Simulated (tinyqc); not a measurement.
Inputs raised by 2 %, one at a time: anisotropic elasticity and sound waves of a cubic crystal. Computed by tinyqc, a small Python program. Command: `OMP_NUM_THREADS=1 python tinyqc.py 3000754 3000755 out.jsonl cubicelastic sens`. One thread of a shared host (Intel(R) Xeon(R) Processor @ 2.30GHz), about 0.01 s of CPU time with the checks.

Voigt order 1..6 = xx, yy, zz, yz, xz, xy, with engineering shear strains. The rotated frame has x' as named, z' along the wafer normal and y' = z' x x'.

Inputs (values chosen for the exercise, modelled on aluminium): C11 = 107.2 GPa; C12 = 61.78 GPa; C44 = 28.79 GPa.

Frame: (001) wafer, x' along [210].

direction cosines a (rows x', y', z' in the cube axes):
```
            x         y         z
x'   0.894427  0.447214  0.000000
y'  -0.447214  0.894427  0.000000
z'   0.000000  0.000000  1.000000
```

Method:
- S11 = (C11 + C12)/D, S12 = -C12/D, D = (C11 - C12)(C11 + 2 C12), S44 = 1/C44. Zener ratio A = 2 C44/(C11 - C12); S0 = S11 - S12 - S44/2; H = 2 C44 + C12 - C11.
- C'_ijkl = C12 delta_ij delta_kl + C44 (delta_ik delta_jl + delta_il delta_jk) - H sum_m a_im a_jm a_km a_lm.
- Invert C' to S'. E along x' = 1/S'11, along y' = 1/S'22; Poisson ratios nu(x'y') = -S'12/S'11 and nu(x'z') = -S'13/S'11; in-plane shear modulus 1/S'66.

Runs:
```
input moved   from       to  E along x' (GPa)  E along y' (GPa)  in-plane shear modulus (GPa)  Zener ratio A
base run         -        -            68.332            68.332                        24.579         1.2677
C11 (GPa)    107.2  109.344            70.042            70.042                        25.371         1.2106
C12 (GPa)    61.78  63.0156            67.419            67.419                        24.112         1.3032
C44 (GPa)    28.79  29.3658            68.845            68.845                        24.728         1.2931
```

Exponents ln(y'/y) / ln(x'/x):
```
input  E along x'  E along y'  in-plane shear modulus  Zener ratio A
C11         1.248       1.248                   1.602         -2.329
C12        -0.679      -0.679                  -0.969          1.393
C44         0.377       0.377                   0.305          1.000
```

Among the inputs moved here: E along x' answers most in size to C11 (exponent +1.248), next to C12 (-0.679). E along y' answers most in size to C11 (exponent +1.248), next to C12 (-0.679). In-plane shear modulus answers most in size to C11 (exponent +1.602), next to C12 (-0.969). Zener ratio A answers most in size to C11 (exponent -2.329), next to C12 (+1.393).
